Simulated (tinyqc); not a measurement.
Inputs raised by 5 %, one at a time: oxide trap near a transistor channel: two-state multiphonon kinetics, telegraph noise and bias instability. Computed by tinyqc, a small Python program. Command: `OMP_NUM_THREADS=1 python tinyqc.py 3029162 3029163 out.jsonl oxidetrap sens`. One thread of a shared host (Intel(R) Xeon(R) Processor @ 2.30GHz), about 0.02 s of CPU time with the checks.

An n-channel device under positive gate bias. The trap is empty (state 1) or holds an electron (state 2); both states are parabolas of equal curvature, and the electron reservoir is taken at the Fermi level of the channel.

Inputs (values chosen for the exercise, with an insulator like SiO2 on silicon):
```
quantity,value,unit
insulator constant eps_ox,3.99,-
insulator thickness t_ox,3.6,nm
trap depth x from the interface,1,nm
tunnel barrier phi_b,3.24,eV
tunnelling mass m_ox,0.44,m_0
trap level above E_F at zero field E_t,0.57,eV
relaxation energy E_R,1.8,eV
oxide field F,4.5,MV/cm
attempt rate k_0 at the interface,7e+11,1/s
temperature T,300,K
channel width W,260,nm
channel length L,87,nm
frequency f,30,Hz
stress time t_s,0.004,s
mean capture barrier mu_c,1.2,eV
spread of the barriers s_c,0.24,eV
saturation shift dV_max,55,mV
```

Parts treated: one trap and an ensemble.

Constants: hbar^2/(2 m_0) = 3.80998212 eV angstrom^2; k_B = 8.617333262e-05 eV/K; e = 1.602176634e-19 C; eps_0 = 8.8541878128e-12 F/m.

Method:
- kappa = sqrt(2 m_ox phi_b)/hbar = sqrt(m_ox phi_b/(hbar^2/2m_0)); attenuation length lambda = 1/(2 kappa); factor exp(-x/lambda) for a rectangular barrier.
- E_21 = E_t - e F x is the energy of state 2 over state 1; barriers E_c = (E_R + E_21)^2/(4 E_R), E_e = E_c - E_21; tau_c = exp(E_c/k_B T)/(k_0 P), tau_e = exp(E_e/k_B T)/(k_0 P), P the tunnelling factor; occupation f_2 = tau_e/(tau_c + tau_e); 1/tau_0 = 1/tau_c + 1/tau_e.
- Charge-sheet step dV = e (t_ox - x)/(eps_ox eps_0 W L); Lorentzian spectrum S(f) = 4 dV^2 tau_0^2/((tau_c + tau_e)(1 + (2 pi f tau_0)^2)); corner 1/(2 pi tau_0); variance dV^2 f_2 (1 - f_2) = dV^2 tau_0/(tau_c + tau_e).
- From the zero-field occupation f(0), f(t) = f_2 + (f(0) - f_2) exp(-t/tau_0) under the field; after t_s the field is removed and f relaxes with the zero-field constants.
- For a normal spread of capture barriers (given for the stress field, with depth and field not resolved, k_0 being taken as the effective rate of the ensemble), traps with barrier below k_B T ln(k_0 t) are filled: dV(t) = (dV_max/2) erfc((mu_c - k_B T ln(k_0 t))/(sqrt(2) s_c)); local exponent n = d ln dV/d ln t (central difference, factor 1.01 in t).

Runs:
```
input moved,from,to,capture time tau_c (s),threshold step dV (mV),shift after t_s (mV),half-time of recovery (s)
base run,-,-,117.3,0.5213,0.2169,0.000690
trap depth x from the interface (nm),1,1.05,136.3,0.5113,0.2169,0.001272
trap level above E_F at zero field E_t (eV),0.57,0.5985,212.1,0.5213,0.2169,0.000475
oxide field F (MV/cm),4.5,4.725,73.9,0.5213,0.2169,0.000690
temperature T (K),300,315,45.7,0.5213,0.3051,0.000469
tunnel barrier phi_b (eV),3.24,3.402,158.7,0.5213,0.2169,0.000933
tunnelling mass m_ox (m_0),0.44,0.462,158.7,0.5213,0.2169,0.000933
stress time t_s (s),0.004,0.0042,117.3,0.5213,0.2203,0.000690
```

Exponents ln(y'/y) / ln(x'/x):
```
input,capture time tau_c,threshold step dV,shift after t_s,half-time of recovery
trap depth x from the interface,3.079,-0.398,0.000,12.537
trap level above E_F at zero field E_t,12.140,0.000,0.000,-7.631
oxide field F,-9.458,0.000,0.000,0.000
temperature T,-19.330,0.000,6.994,-7.933
tunnel barrier phi_b,6.192,0.000,0.000,6.192
tunnelling mass m_ox,6.192,0.000,0.000,6.192
stress time t_s,0.000,0.000,0.319,0.000
```

To which inputs is each result most sensitive?

Among the inputs moved here: capture time tau_c answers most in size to temperature T (exponent -19.330), next to trap level above E_F at zero field E_t (+12.140); its exponent is below 0.0005 for stress time t_s. Threshold step dV answers most in size to trap depth x from the interface (exponent -0.398); its exponent is below 0.0005 for trap level above E_F at zero field E_t, oxide field F, temperature T, tunnel barrier phi_b, tunnelling mass m_ox, stress time t_s. Shift after t_s answers most in size to temperature T (exponent +6.994), next to stress time t_s (+0.319); its exponent is below 0.0005 for trap depth x from the interface, trap level above E_F at zero field E_t, oxide field F, tunnel barrier phi_b, tunnelling mass m_ox. Half-time of recovery answers most in size to trap depth x from the interface (exponent +12.537), next to temperature T (-7.933); its exponent is below 0.0005 for oxide field F, stress time t_s.
